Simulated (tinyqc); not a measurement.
Electromigration in a confined line: Blech product, Korhonen stress evolution and Black's law: one step, computed by the program tinyqc. Command: `OMP_NUM_THREADS=1 python tinyqc.py 3023326 3023327 out.jsonl emigr walk`. One thread of a shared host (Intel(R) Xeon(R) Processor @ 2.30GHz), about 0.02 s of CPU time with the checks.

The electron wind pushes atoms from the cathode (x = 0) to the anode (x = L); blocking ends build a back stress (tension positive). The input rho is taken not to change with temperature. d sigma/dt = d/dx [kappa (d sigma/dx + G)], with zero flux at both ends and sigma = sigma_0 at t = 0.

Task: Time to nucleate a void. sigma(x, t) = sigma_0 + G L [1/2 - x/L - 4 sum_(m odd) cos(m pi x/L) exp(-m^2 pi^2 s)/(m pi)^2], s = t/tau, summed to m = 399. Solve sigma(0, t) = sigma_c for s; the semi-infinite estimate is t = (pi/kappa) ((sigma_c - sigma_0)/(2 G))^2.

Inputs (values chosen for the exercise, close to those used for copper lines): critical stress sigma_c = 87 MPa; initial stress sigma_0 = 16 MPa; line length L = 78 um; test temperature T = 220 C.

Start: thermal stress.

stress gradient G = 6.970419 MPa/um

tau = 1505.419 h

kappa = 1.122611e-15 m^2/s

Give: nucleation time; semi-infinite estimate.

Result:

nucleation time = 20.16 h

semi-infinite estimate = 20.16 h

The two agree: the void nucleates before the far end is felt, so the time scales as 1/j^2 and not with L.
